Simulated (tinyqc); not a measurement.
Inside a calculation. Method: Pariser-Parr-Pople SCF with singles CI, for the molecule O=c1cccccc1 (SMILES; centres numbered as the heavy atoms are written). One step of it, computed by the program tinyqc.

Task: Iteration 1: Fock matrix. F_rr = H_rr + P_rr gamma_rr / 2 + sum_(s != r) P_ss gamma_rs; F_rs = H_rs - P_rs gamma_rs / 2; E = tr P (H + F) / 2 + core repulsion sum_(r<s) z_r z_s gamma_rs.

P at the start, order 1O, 2C, 3C, 4C, 5C, 6C, 7C, 8C:
```
[[1.800011, 0.412022, -0.253150, -0.096601, 0.147286, 0.147286, -0.096601, -0.253150],
 [0.412022, 1.118898, 0.595905, 0.058911, -0.222434, -0.222434, 0.058911, 0.595905],
 [-0.253150, 0.595905, 1.009651, 0.668441, 0.176688, -0.177469, -0.266740, 0.006480],
 [-0.096601, 0.058911, 0.668441, 0.780385, 0.588247, 0.258094, -0.091413, -0.266740],
 [0.147286, -0.222434, 0.176688, 0.588247, 0.750509, 0.625478, 0.258094, -0.177469],
 [0.147286, -0.222434, -0.177469, 0.258094, 0.625478, 0.750509, 0.588247, 0.176688],
 [-0.096601, 0.058911, -0.266740, -0.091413, 0.258094, 0.588247, 0.780385, 0.668441],
 [-0.253150, 0.595905, 0.006480, -0.266740, -0.177469, 0.176688, 0.668441, 1.009651]]
```

core matrix H (eV), order 1O, 2C, 3C, 4C, 5C, 6C, 7C, 8C:
```
[[-41.661267, -2.320000, 0.000000, 0.000000, 0.000000, 0.000000, 0.000000, 0.000000],
 [-2.320000, -40.554051, -2.220000, 0.000000, 0.000000, 0.000000, 0.000000, -2.220000],
 [0.000000, -2.220000, -38.966159, -2.220000, 0.000000, 0.000000, 0.000000, 0.000000],
 [0.000000, 0.000000, -2.220000, -37.813573, -2.220000, 0.000000, 0.000000, 0.000000],
 [0.000000, 0.000000, 0.000000, -2.220000, -37.393603, -2.220000, 0.000000, 0.000000],
 [0.000000, 0.000000, 0.000000, 0.000000, -2.220000, -37.393603, -2.220000, 0.000000],
 [0.000000, 0.000000, 0.000000, 0.000000, 0.000000, -2.220000, -37.813573, -2.220000],
 [0.000000, -2.220000, 0.000000, 0.000000, 0.000000, 0.000000, -2.220000, -38.966159]]
```

repulsion gamma_rs (eV), order 1O, 2C, 3C, 4C, 5C, 6C, 7C, 8C:
```
[[15.760000, 5.715759, 4.125496, 2.974492, 2.552765, 2.552765, 2.974492, 4.125496],
 [5.715759, 9.970000, 5.062774, 3.629308, 3.137064, 3.137064, 3.629308, 5.062774],
 [4.125496, 5.062774, 9.970000, 5.062275, 3.630334, 3.137530, 3.137250, 3.630501],
 [2.974492, 3.629308, 5.062275, 9.970000, 5.063295, 3.629978, 3.136974, 3.137250],
 [2.552765, 3.137064, 3.630334, 5.063295, 9.970000, 5.062637, 3.629978, 3.137530],
 [2.552765, 3.137064, 3.137530, 3.629978, 5.062637, 9.970000, 5.063295, 3.630334],
 [2.974492, 3.629308, 3.137250, 3.136974, 3.629978, 5.063295, 9.970000, 5.062275],
 [4.125496, 5.062774, 3.630501, 3.137250, 3.137530, 3.630334, 5.062275, 9.970000]]
```

Centres (angstrom, eV; a flat drawing with bonds scaled to 1.40 angstrom):
```
centre          x          y  core charge z          W   gamma_rr
1O       2.637000   0.000000              1  16.640000  15.760000
2C       1.237000   0.000000              1  11.180000   9.970000
3C       0.629000   1.261000              1  11.180000   9.970000
4C      -0.736000   1.573000              1  11.180000   9.970000
5C      -1.830000   0.700000              1  11.180000   9.970000
6C      -1.830000  -0.700000              1  11.180000   9.970000
7C      -0.736000  -1.573000              1  11.180000   9.970000
8C       0.629000  -1.261000              1  11.180000   9.970000
```

Give: F; pi energy.

Result:

F (eV), order 1O, 2C, 3C, 4C, 5C, 6C, 7C, 8C:
```
[[-4.277, -3.498, 0.522, 0.144, -0.188, -0.188, 0.144, 0.522],
 [-3.498, -4.091, -3.728, -0.107, 0.349, 0.349, -0.107, -3.728],
 [0.522, -3.728, -5.699, -3.912, -0.321, 0.278, 0.418, -0.012],
 [0.144, -0.107, -3.912, -7.257, -3.709, -0.468, 0.143, 0.418],
 [-0.188, 0.349, -0.321, -3.709, -8.130, -3.803, -0.468, 0.278],
 [-0.188, 0.349, 0.278, -0.468, -3.803, -8.130, -3.709, -0.321],
 [0.144, -0.107, 0.418, 0.143, -0.468, -3.709, -7.257, -3.912],
 [0.522, -3.728, -0.012, 0.418, 0.278, -0.321, -3.912, -5.699]]
```

pi energy = -102.558 eV
